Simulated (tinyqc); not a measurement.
Inside a calculation. Model: cluster expansion of a binary alloy: correlations, fit, cross-validation and ground states. Computed by tinyqc, a small Python program that keeps every step. Command: `OMP_NUM_THREADS=1 python tinyqc.py 3008683 3008684 out.jsonl clex walk`. One thread of a shared host (Intel(R) Xeon(R) Processor @ 2.30GHz), about 0.01 s of CPU time with the checks. Intermediate numbers are printed to about 7 digits and carried at full precision; extremes and crossings named in words are read from the listed rows.

s = +1 for A and -1 for B. Energy per site E = J0 + J1 P(point) + sum over clusters of m V P, with P the mean product of spins; V > 0 on a pair favours unlike neighbours. Clusters per site m: pair 1 2, pair 2 2, pair 3 2, triplet 4; the triplet is two first-neighbour bonds at a right angle. Formation energies are counted from the line between pure A and pure B, which removes J0 and J1.

Inputs (values chosen for the exercise, for a model alloy):

| quantity | value | unit |
|---|---|---|
| first-pair interaction V1 | 4.11 | meV |
| second-pair interaction V2 | -0.27 | meV |
| third-pair interaction V3 | -0.0079 | meV |
| triplet interaction Vt | -0.66 | meV |
| noise amplitude | 1.6 | meV/site |
| temperature T | 270 | K |
| fraction x of B | 0.51 | - |

Lattice: square.

Constants: k_B = 8.617333262e-05 eV/K.

## Design matrix

correlations P, counted on periodic cells:
```
                       point     pair 1     pair 2     pair 3    triplet
A                   1.000000   1.000000   1.000000   1.000000   1.000000
A3B p(2x2)          0.500000   0.000000   0.000000   1.000000  -0.500000
A3B c(4x2)          0.500000   0.000000   0.000000   0.500000  -0.500000
A2B diagonal rows   0.333333  -0.333333   0.333333  -0.333333  -0.333333
A2B rows            0.333333   0.333333  -0.333333   0.333333   0.333333
AB c(2x2)           0.000000  -1.000000   1.000000   1.000000   0.000000
AB p(2x1)           0.000000   0.000000  -1.000000   1.000000   0.000000
A2B2 rows           0.000000   0.500000   0.000000   0.000000   0.000000
AB2 diagonal rows  -0.333333  -0.333333   0.333333  -0.333333   0.333333
AB2 rows           -0.333333   0.333333  -0.333333   0.333333  -0.333333
AB3 p(2x2)         -0.500000   0.000000   0.000000   1.000000   0.500000
AB3 c(4x2)         -0.500000   0.000000   0.000000   0.500000   0.500000
B                  -1.000000   1.000000   1.000000   1.000000  -1.000000
```

Design matrix of formation energies: m (P - 1) for pairs and m (P(triplet) - P(point)) for the triplet; x = (1 - P(point))/2.

X:
```
                      pair 1     pair 2     pair 3    triplet
A                   0.000000   0.000000   0.000000   0.000000
A3B p(2x2)         -2.000000  -2.000000   0.000000  -4.000000
A3B c(4x2)         -2.000000  -2.000000  -1.000000  -4.000000
A2B diagonal rows  -2.666667  -1.333333  -2.666667  -2.666667
A2B rows           -1.333333  -2.666667  -1.333333   0.000000
AB c(2x2)          -4.000000   0.000000   0.000000   0.000000
AB p(2x1)          -2.000000  -4.000000   0.000000   0.000000
A2B2 rows          -1.000000  -2.000000  -2.000000   0.000000
AB2 diagonal rows  -2.666667  -1.333333  -2.666667   2.666667
AB2 rows           -1.333333  -2.666667  -1.333333   0.000000
AB3 p(2x2)         -2.000000  -2.000000   0.000000   4.000000
AB3 c(4x2)         -2.000000  -2.000000  -1.000000   4.000000
B                   0.000000   0.000000   0.000000   0.000000
```

## Formation energies

standard normal numbers for the noise (0 for the pure ends): A 0.000, A3B p(2x2) 0.993, A3B c(4x2) -1.879, A2B diagonal rows 0.497, A2B rows -0.955, AB c(2x2) -0.644, AB p(2x1) 0.328, A2B2 rows -2.620, AB2 diagonal rows -0.333, AB2 rows -0.851, AB3 p(2x2) 0.967, AB3 c(4x2) -1.285, B 0.000

Exact: X V with V = (V1, V2, V3, Vt). The data to fit add the noise amplitude times the normal numbers, standing for what the clusters leave out.

exact energies (meV/site): A 0.00000, A3B p(2x2) -5.04000, A3B c(4x2) -5.03210, A2B diagonal rows -8.81893, A2B rows -4.74947, AB c(2x2) -16.44000, AB p(2x1) -7.14000, A2B2 rows -3.55420, AB2 diagonal rows -12.33893, AB2 rows -4.74947, AB3 p(2x2) -10.32000, AB3 c(4x2) -10.31210, B 0.00000

data (meV/site): A 0.00000, A3B p(2x2) -3.45120, A3B c(4x2) -8.03850, A2B diagonal rows -8.02373, A2B rows -6.27747, AB c(2x2) -17.47040, AB p(2x1) -6.61520, A2B2 rows -7.74620, AB2 diagonal rows -12.87173, AB2 rows -6.11107, AB3 p(2x2) -8.77280, AB3 c(4x2) -12.36810, B 0.00000

## Normal equations for V1, V2, Vt

Leave out pair 3: A = X^T X and b = X^T E (E being the data with noise) over these three columns; solve A V = b. The root-mean-square error runs over the structures between the pure ends.

matrix A:
```
          V1        V2        Vt
V1  54.77778  40.22222   0.00000
V2  40.22222  53.77778   0.00000
Vt   0.00000   0.00000  78.22222
```

b (meV): 228.3587  168.1111  -51.5328

fitted V1, V2, Vt (meV): 4.155738  0.017816  -0.658800

root-mean-square error of the three-cluster fit = 1.816824 meV/site

The fit misses V1 by +0.05, V2 by +0.29 and Vt by 0.00 meV; the omitted V3 = -0.0079 meV and the noise shift the fitted values.

## Which clusters to keep

For each set, H = X (X^T X)^-1 X^T over the structures between the ends; residual e = E - H E; leave-one-out error e_i/(1 - H_ii); both as root mean squares.

Fits:

| clusters | fit error (meV/site) | leave-one-out error (meV/site) | largest H_ii |
|---|---|---|---|
| V1 | 2.527428 | 2.740093 | 0.2920892 |
| V1 V2 | 2.527290 | 2.931800 | 0.6479250 |
| V1 V3 | 2.416421 | 3.128477 | 0.5161290 |
| V1 V2 Vt | 1.816824 | 2.455521 | 0.6479250 |
| V1 Vt | 1.817016 | 2.235708 | 0.2920892 |
| V1 V2 V3 | 2.410069 | 3.711788 | 0.7552657 |
| V1 V3 Vt | 1.659139 | 2.538541 | 0.5161290 |
| V1 V2 V3 Vt | 1.649874 | 3.185856 | 0.7552657 |

leave-one-out error without pair 3 = 2.455521 meV/site

leave-one-out error with all four = 3.185856 meV/site

The fit error can only fall as clusters are added, to 1.65 meV with all four. The leave-one-out error is least for V1 Vt (2.24 meV), and all four give 3.19: the extra terms fit noise more than signal.

## Ground states by the convex hull

Height above the hull = E less the lowest straight line between two structures that bracket x (or the lowest structure at the same x). The three-term fit is X V with the fitted values.

Hull among these structures (meV/site):

| structure | x | exact E | above hull | fitted E | above hull, fit |
|---|---|---|---|---|---|
| A | 0.000000 | 0.00000 | 0.00000 | 0.00000 | 0.00000 |
| A3B p(2x2) | 0.250000 | -5.04000 | 3.18000 | -5.71191 | 2.59957 |
| A3B c(4x2) | 0.250000 | -5.03210 | 3.18790 | -5.71191 | 2.59957 |
| A2B diagonal rows | 0.333333 | -8.81893 | 2.14107 | -9.34892 | 1.73305 |
| A2B rows | 0.333333 | -4.74947 | 6.21053 | -5.58849 | 5.49348 |
| AB c(2x2) | 0.500000 | -16.44000 | 0.00000 | -16.62295 | 0.00000 |
| AB p(2x1) | 0.500000 | -7.14000 | 9.30000 | -8.38274 | 8.24021 |
| A2B2 rows | 0.500000 | -3.55420 | 12.88580 | -4.19137 | 12.43158 |
| AB2 diagonal rows | 0.666667 | -12.33893 | 0.02107 | -12.86252 | 0.00000 |
| AB2 rows | 0.666667 | -4.74947 | 7.61053 | -5.58849 | 7.27403 |
| AB3 p(2x2) | 0.750000 | -10.32000 | 0.00000 | -10.98231 | 0.00000 |
| AB3 c(4x2) | 0.750000 | -10.31210 | 0.00790 | -10.98231 | 0.00000 |
| B | 1.000000 | 0.00000 | 0.00000 | 0.00000 | 0.00000 |

lowest exact formation energy = -16.44 meV/site

On the exact hull: A, AB c(2x2), AB3 p(2x2), B. The fit finds A, AB c(2x2), AB2 diagonal rows, AB3 p(2x2), AB3 c(4x2), B instead; its root-mean-square error is 1.82 meV. A structure at zero height may lie on a tie line without being a vertex, and structures outside this list could lie lower.

## The random alloy and its short-range order

Random alloy: P(pair) = p^2, P(triplet) = p^3, p = 1 - 2x, so H_mix = (p^2 - 1) sum m V(pairs) + (p^3 - p) m Vt; G_mix = H_mix + k_B T [x ln x + (1 - x) ln(1 - x)]. To first order in 1/T the Warren-Cowley parameter of shell 1 is alpha_1 = -(1 - p^2) V_eff/(k_B T), V_eff = V1 + (number of triplets on a first-neighbour bond) p Vt, that number being 4.

mixing enthalpy H_mix = -7.713913 meV/site

mixing free energy G_mix = -23.83658 meV/site

alpha_1 = -0.1788443

alpha_1 < 0: unlike neighbours are preferred. Caution: so large an alpha_1 is beyond the first-order expansion.

Checks made by the program: leave-one-out formula against refits (relative difference below 1e-10).
